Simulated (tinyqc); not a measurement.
ROHF in the sto-3g basis, for H3, spin multiplicity 2, step by step. One step of it, computed by the program tinyqc.

Question. Iteration 2: building the Fock matrix. J_ij = sum D_kl (ij|kl) with D = D(alpha) + D(beta), K_ij = sum D_kl (ik|jl) for each spin; F = H + J - K(s); E = tr D H + tr D J / 2 - 0.5 sum_s tr D(s) K(s) + E_nn.

D(alpha) after iteration 1:
```
          1H 1s      2H 1s      3H 1s
1H 1s  0.287970   0.190007   0.190082
2H 1s  0.190007   0.740902  -0.489991
3H 1s  0.190082  -0.489991   0.740759
```

D(beta) after iteration 1:
```
          1H 1s     2H 1s     3H 1s
1H 1s  0.287970  0.190021  0.190068
2H 1s  0.190021  0.125388  0.125420
3H 1s  0.190068  0.125420  0.125451
```

core Hamiltonian H = T + V (hartree):
```
           1H 1s      2H 1s      3H 1s
1H 1s  -1.568612  -0.984094  -0.984190
2H 1s  -0.984094  -1.325998  -0.362295
3H 1s  -0.984190  -0.362295  -1.326039
```

Two-electron integrals (ij|kl) in chemists' order, unique and non-zero (hartree):
```
(11|11) 0.774606   (21|11) 0.347820   (21|21) 0.193946   (22|11) 0.504859
(22|21) 0.347820   (22|22) 0.774606   (31|11) 0.347860   (31|21) 0.149887
(31|22) 0.213868   (31|31) 0.193986   (32|11) 0.110491   (32|21) 0.056510
(32|22) 0.094780   (32|31) 0.056515   (32|32) 0.019091   (33|11) 0.504887
(33|21) 0.213855   (33|22) 0.305961   (33|31) 0.347860   (33|32) 0.094780
(33|33) 0.774606
```

nuclear repulsion = 1.45933982 hartree

Give: Coulomb J; exchange K(alpha); exchange K(beta); F(alpha); F(beta); total energy of this density.

Answer.

Coulomb J (hartree):
```
       1H 1s  2H 1s  3H 1s
1H 1s  1.769  0.907  0.907
2H 1s  0.907  1.585  0.300
3H 1s  0.907  0.300  1.585
```

exchange K(alpha) (hartree):
```
       1H 1s  2H 1s  3H 1s
1H 1s  0.628  0.450  0.450
2H 1s  0.450  0.705  0.127
3H 1s  0.450  0.127  0.705
```

exchange K(beta) (hartree):
```
       1H 1s  2H 1s  3H 1s
1H 1s  0.574  0.367  0.367
2H 1s  0.367  0.333  0.210
3H 1s  0.367  0.210  0.333
```

F(alpha) (hartree):
```
        1H 1s   2H 1s   3H 1s
1H 1s  -0.428  -0.527  -0.527
2H 1s  -0.527  -0.446  -0.190
3H 1s  -0.527  -0.190  -0.446
```

F(beta) (hartree):
```
        1H 1s   2H 1s   3H 1s
1H 1s  -0.373  -0.444  -0.444
2H 1s  -0.444  -0.074  -0.273
3H 1s  -0.444  -0.273  -0.074
```

total energy of this density = -1.52239 hartree
